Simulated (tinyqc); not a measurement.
Worked calculation: Hueckel theory of the pi electrons, for the molecule O=Cc1cccccc1=O (SMILES; centres numbered as the heavy atoms are written). One step of it, computed by the program tinyqc.

Task: Orbitals. Diagonalise; E = alpha + x beta with beta < 0, so the largest x are filled first; degenerate levels share their electrons. P = sum n_i c_ri c_si; each orbital has its largest coefficient positive (the first on a tie).

Hueckel matrix in units of beta (H = alpha + beta A), lower triangle:
```
           1O        2C        3C        4C        5C        6C        7C        8C
1O   1.000000
2C   1.000000  0.000000
3C   0.000000  1.000000  0.000000
4C   0.000000  0.000000  1.000000  0.000000
5C   0.000000  0.000000  0.000000  1.000000  0.000000
6C   0.000000  0.000000  0.000000  0.000000  1.000000  0.000000
7C   0.000000  0.000000  0.000000  0.000000  0.000000  1.000000  0.000000
8C   0.000000  0.000000  0.000000  0.000000  0.000000  0.000000  1.000000  0.000000
9C   0.000000  0.000000  1.000000  0.000000  0.000000  0.000000  0.000000  1.000000
10O  0.000000  0.000000  0.000000  0.000000  0.000000  0.000000  0.000000  0.000000

           9C       10O
9C   0.000000
10O  1.000000  1.000000
```

pi electrons, sum of z_r less the charge = 10

Give: x values; occupations; coefficients; charge and bond-order matrix P.

Result:

x values: 2.3166  1.7449  1.6180  1.2045  0.7458  -0.1514  -0.6180  -0.9619  -1.8180  -2.0805

occupations: 2.0000  2.0000  2.0000  2.0000  2.0000  0.0000  0.0000  0.0000  0.0000  0.0000

coefficients:
```
        MO1      MO2      MO3      MO4      MO5      MO6      MO7      MO8
1O   0.2242   0.6415   0.0000  -0.4413   0.3052  -0.3769   0.0000  -0.3107
2C   0.2952   0.4779   0.0000  -0.0903  -0.0776   0.4339   0.0000   0.6096
3C   0.4597   0.1923   0.0000   0.3326  -0.3631   0.3112   0.0000  -0.2757
4C   0.2834   0.0656   0.3035   0.4787  -0.0347  -0.3414   0.4911  -0.1067
5C   0.1968  -0.0778   0.4911   0.2441   0.3372  -0.2595  -0.3035   0.3784
6C   0.1725  -0.2014   0.4911  -0.1847   0.2862   0.3807  -0.3035  -0.2572
7C   0.2029  -0.2736   0.3035  -0.4666  -0.1238   0.2018   0.4911  -0.1309
8C   0.2975  -0.2760   0.0000  -0.3773  -0.3785  -0.4113   0.0000   0.3832
9C   0.4863  -0.2080  -0.3035   0.0121  -0.1585  -0.1396  -0.4911  -0.2377
10O  0.3693  -0.2792  -0.4911   0.0593   0.6233   0.1212   0.3035   0.1211

         MO9     MO10
1O   -0.0232   0.1058
2C    0.0653  -0.3259
3C   -0.0955   0.5722
4C    0.3001  -0.3656
5C   -0.4501   0.1885
6C    0.5182  -0.0265
7C   -0.4919  -0.1333
8C    0.3761   0.3039
9C   -0.1918  -0.4990
10O   0.0681   0.1620
```

charge and bond-order matrix P, lower triangle:
```
          1O       2C       3C       4C       5C       6C       7C       8C
1O    1.4994
2C    0.7778   0.6593
3C   -0.0623   0.4515   0.9813
4C   -0.2324   0.1490   0.6293   0.8142
5C   -0.0212  -0.0546   0.0685   0.6097   0.9185
6C    0.1567  -0.1017  -0.2495   0.1728   0.6845   0.8551
7C    0.0762  -0.0382  -0.1391  -0.1748   0.1094   0.5799   0.8823
8C   -0.1187   0.0387   0.1912  -0.2026  -0.2793   0.1366   0.7174   0.9004
9C   -0.1562   0.1107   0.4902   0.0866  -0.1753  -0.1418   0.1547   0.5149
10O   0.1355  -0.1562  -0.1810  -0.1119   0.1557   0.0923  -0.2052  -0.1428

         9C     10O
9C   0.7942
10O  0.5773  1.6953
```
